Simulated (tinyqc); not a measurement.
Pariser-Parr-Pople SCF with singles CI, for the molecule [CH2+]c1ccccc1 (SMILES; centres numbered as the heavy atoms are written), step by step. Computed by tinyqc, a small Python program that keeps every step. Settings: charge = 1, gamma = MN, start = huckel, damping = 0, iteration cap = 62, excitations kept = 6. Command: `OMP_NUM_THREADS=1 python tinyqc.py 27203 27204 out.jsonl` (the two numbers bound the seeds that draw the settings). One thread of a shared host (Intel(R) Xeon(R) Processor @ 2.60GHz), about 0.04 s of CPU time with the checks. Later iterations appear only in the table of the cycle.

## PPP integrals

Centres (angstrom, eV; a flat drawing with bonds scaled to 1.40 angstrom):
```
centre,x,y,core charge z,W,gamma_rr
1C,2.4000,0.0000,1,11.5700,11.4200
2C,1.0000,0.0000,1,11.5700,11.4200
3C,0.3000,1.2120,1,11.5700,11.4200
4C,-1.1000,1.2120,1,11.5700,11.4200
5C,-1.8000,0.0000,1,11.5700,11.4200
6C,-1.1000,-1.2120,1,11.5700,11.4200
7C,0.3000,-1.2120,1,11.5700,11.4200
```

Resonance integrals (eV):
```
i,j,beta
1,2,-2.3900
2,3,-2.3900
3,4,-2.3900
4,5,-2.3900
5,6,-2.3900
6,7,-2.3900
7,2,-2.3900
```

Mataga-Nishimoto: gamma = 14.399645/(R + a), a = 2 x 14.399645/(gamma_rr + gamma_ss); H_rr = -W_r - sum_(s != r) z_s gamma_rs; H_rs = beta for bonds.

repulsion gamma_rs (eV):
```
,1C,2C,3C,4C,5C,6C,7C
1C,11.4200,5.4115,3.9070,2.9003,2.6369,2.9003,3.9070
2C,5.4115,11.4200,5.4123,3.9070,3.5459,3.9070,5.4123
3C,3.9070,5.4123,11.4200,5.4115,3.9070,3.5466,3.9077
4C,2.9003,3.9070,5.4115,11.4200,5.4123,3.9077,3.5466
5C,2.6369,3.5459,3.9070,5.4123,11.4200,5.4123,3.9070
6C,2.9003,3.9070,3.5466,3.9077,5.4123,11.4200,5.4115
7C,3.9070,5.4123,3.9077,3.5466,3.9070,5.4115,11.4200
```

core matrix H (eV):
```
,1C,2C,3C,4C,5C,6C,7C
1C,-33.2331,-2.3900,0.0000,0.0000,0.0000,0.0000,0.0000
2C,-2.3900,-39.1661,-2.3900,0.0000,0.0000,0.0000,-2.3900
3C,0.0000,-2.3900,-37.6622,-2.3900,0.0000,0.0000,0.0000
4C,0.0000,0.0000,-2.3900,-36.6555,-2.3900,0.0000,0.0000
5C,0.0000,0.0000,0.0000,-2.3900,-36.3915,-2.3900,0.0000
6C,0.0000,0.0000,0.0000,0.0000,-2.3900,-36.6555,-2.3900
7C,0.0000,-2.3900,0.0000,0.0000,0.0000,-2.3900,-37.6622
```

## Starting guess

pi electrons, sum of z_r less the charge = 6

Orbitals of the Hueckel matrix of the beta values.

P at the start:
```
,1C,2C,3C,4C,5C,6C,7C
1C,0.4286,0.6350,0.2857,-0.1125,-0.2857,-0.1125,0.2857
2C,0.6350,1.0000,0.5226,0.0000,-0.2250,0.0000,0.5226
3C,0.2857,0.5226,0.8571,0.7050,0.1429,-0.2950,-0.1429
4C,-0.1125,0.0000,0.7050,1.0000,0.6350,0.0000,-0.2950
5C,-0.2857,-0.2250,0.1429,0.6350,0.8571,0.6350,0.1429
6C,-0.1125,0.0000,-0.2950,0.0000,0.6350,1.0000,0.7050
7C,0.2857,0.5226,-0.1429,-0.2950,0.1429,0.7050,0.8571
```

## Iteration 1: Fock matrix

F_rr = H_rr + P_rr gamma_rr / 2 + sum_(s != r) P_ss gamma_rs; F_rs = H_rs - P_rs gamma_rs / 2; E = tr P (H + F) / 2 + core repulsion sum_(r<s) z_r z_s gamma_rs.

F (eV):
```
,1C,2C,3C,4C,5C,6C,7C
1C,-10.6158,-4.1083,-0.5581,0.1631,0.3767,0.1631,-0.5581
2C,-4.1083,-11.0052,-3.8041,0.0000,0.3988,0.0000,-3.8041
3C,-0.5581,-3.8041,-10.0247,-4.2977,-0.2791,0.5231,0.2791
4C,0.1631,0.0000,-4.2977,-9.5703,-4.1085,0.0000,0.5231
5C,0.3767,0.3988,-0.2791,-4.1085,-9.2988,-4.1085,-0.2791
6C,0.1631,0.0000,0.5231,0.0000,-4.1085,-9.5703,-4.2977
7C,-0.5581,-3.8041,0.2791,0.5231,-0.2791,-4.2977,-10.0247
```

pi energy = -82.2105 eV

## Iteration 1: orbitals and new P

Diagonalise F (the basis is taken as orthonormal) and form P = 2 sum c c over the lowest orbitals.

orbital energies (eV): -18.4591  -15.6091  -14.7717  -9.1793  -5.1024  -4.8559  -2.1324

P after iteration 1:
```
,1C,2C,3C,4C,5C,6C,7C
1C,0.5448,0.7145,0.2759,-0.1375,-0.3037,-0.1375,0.2759
2C,0.7145,1.0060,0.4762,-0.0024,-0.1895,-0.0024,0.4762
3C,0.2759,0.4762,0.8675,0.7242,0.1927,-0.2729,-0.2084
4C,-0.1375,-0.0024,0.7242,0.9562,0.6158,0.0321,-0.2729
5C,-0.3037,-0.1895,0.1927,0.6158,0.8020,0.6158,0.1927
6C,-0.1375,-0.0024,-0.2729,0.0321,0.6158,0.9562,0.7242
7C,0.2759,0.4762,-0.2084,-0.2729,0.1927,0.7242,0.8675
```

## Iteration 2: Fock matrix

As before.

F (eV):
```
,1C,2C,3C,4C,5C,6C,7C
1C,-10.2391,-4.3232,-0.5390,0.1994,0.4004,0.1994,-0.5390
2C,-4.3232,-10.7687,-3.6787,0.0047,0.3359,0.0047,-3.6787
3C,-0.5390,-3.6787,-10.0472,-4.3495,-0.3765,0.4840,0.4072
4C,0.1994,0.0047,-4.3495,-9.8375,-4.0564,-0.0626,0.4840
5C,0.4004,0.3359,-0.3765,-4.0564,-9.6799,-4.0564,-0.3765
6C,0.1994,0.0047,0.4840,-0.0626,-4.0564,-9.8375,-4.3495
7C,-0.5390,-3.6787,0.4072,0.4840,-0.3765,-4.3495,-10.0472
```

pi energy = -82.3663 eV

## Iteration 2: orbitals and new P

As before.

orbital energies (eV): -18.4078  -15.7650  -14.9600  -8.8674  -5.2692  -4.8688  -2.3188

P after iteration 2:
```
,1C,2C,3C,4C,5C,6C,7C
1C,0.5598,0.7280,0.2761,-0.1322,-0.2980,-0.1322,0.2761
2C,0.7280,1.0084,0.4661,-0.0032,-0.1882,-0.0032,0.4661
3C,0.2761,0.4661,0.8569,0.7263,0.1989,-0.2713,-0.2132
4C,-0.1322,-0.0032,0.7263,0.9575,0.6156,0.0276,-0.2713
5C,-0.2980,-0.1882,0.1989,0.6156,0.8029,0.6156,0.1989
6C,-0.1322,-0.0032,-0.2713,0.0276,0.6156,0.9575,0.7263
7C,0.2761,0.4661,-0.2132,-0.2713,0.1989,0.7263,0.8569
```

## Convergence

Stop when output and input P, before any damping, agree to 1e-7.

Course of the cycle:
```
iteration,E (eV),largest |P(out) - P(in)|
1,-82.210526,1.16e-01
2,-82.366333,1.50e-02
3,-82.371576,3.60e-03
4,-82.372045,1.07e-03
5,-82.372094,3.35e-04
6,-82.372099,1.08e-04
7,-82.372100,3.52e-05
8,-82.372100,1.15e-05
9,-82.372100,3.81e-06
10,-82.372100,1.26e-06
11,-82.372100,4.16e-07
12,-82.372100,1.38e-07
13,-82.372100,4.56e-08
```

Converged in 13 iterations.

## Converged orbitals

Charges are z - P_rr.

orbital energies (eV): -18.4135  -15.7757  -14.9988  -8.8351  -5.3010  -4.8683  -2.3454

coefficients:
```
,MO1,MO2,MO3,MO4,MO5,MO6,MO7
1C,0.3148,-0.4276,0.0000,0.7231,0.0000,-0.4050,-0.1766
2C,0.5462,-0.4552,0.0000,-0.0914,0.0000,0.5620,0.4127
3C,0.3985,-0.0291,0.5169,-0.3916,-0.4826,-0.1890,-0.3890
4C,0.3150,0.3835,0.4826,0.0261,0.5169,-0.2921,0.4096
5C,0.2942,0.5605,0.0000,0.4010,0.0000,0.5274,-0.4004
6C,0.3150,0.3835,-0.4826,0.0261,-0.5169,-0.2921,0.4096
7C,0.3985,-0.0291,-0.5169,-0.3916,0.4826,-0.1890,-0.3890
```

pi charges: 1C 0.4361, 2C -0.0110, 3C 0.1464, 4C 0.0418, 5C 0.1985, 6C 0.0418, 7C 0.1464

## Singles CI, singlets

Over the 6 single excitations with the smallest orbital gaps: A = (e_a - e_i) delta + 2 (ia|jb) - (ij|ab), with (pq|rs) = sum c_mp c_mq gamma_mn c_nr c_ns. f = 2/3 w |mu|^2 in atomic units, mu = sqrt2 sum c_ia sum_m c_mi c_ma R_m.

singlet CI matrix (eV):
```
,3>4,2>4,1>4,3>5,3>6,2>5
3>4,2.8800,0.0000,0.0000,0.0000,0.1949,-0.4329
2>4,0.0000,4.4980,0.0477,0.4522,0.0000,0.0000
1>4,0.0000,0.0477,6.1724,0.3343,0.0000,0.0000
3>5,0.0000,0.4522,0.3343,6.8037,0.0000,0.0000
3>6,0.1949,0.0000,0.0000,0.0000,6.4273,-0.6709
2>5,-0.4329,0.0000,0.0000,0.0000,-0.6709,6.8238
```

singlet excitation energies (eV): 2.8288  4.4123  5.9293  6.0387  7.0230  7.3730

oscillator strengths: 0.0733  0.7237  0.0229  0.2625  0.7204  0.8266

## Singles CI, triplets

Over the 6 single excitations with the smallest orbital gaps: A = (e_a - e_i) delta - (ij|ab), with (pq|rs) = sum c_mp c_mq gamma_mn c_nr c_ns.

triplet CI matrix (eV):
```
,3>4,2>4,1>4,3>5,3>6,2>5
3>4,1.6823,0.0000,0.0000,0.0000,-0.5494,-0.1244
2>4,0.0000,1.9490,0.7769,-0.1244,0.0000,0.0000
1>4,0.0000,0.7769,4.5307,-0.7330,0.0000,0.0000
3>5,0.0000,-0.1244,-0.7330,3.6339,0.0000,0.0000
3>6,-0.5494,0.0000,0.0000,0.0000,5.3385,0.3689
2>5,-0.1244,0.0000,0.0000,0.0000,0.3689,5.5959
```

triplet excitation energies (eV): 1.6003  1.7299  3.2678  5.1150  5.1160  5.9014
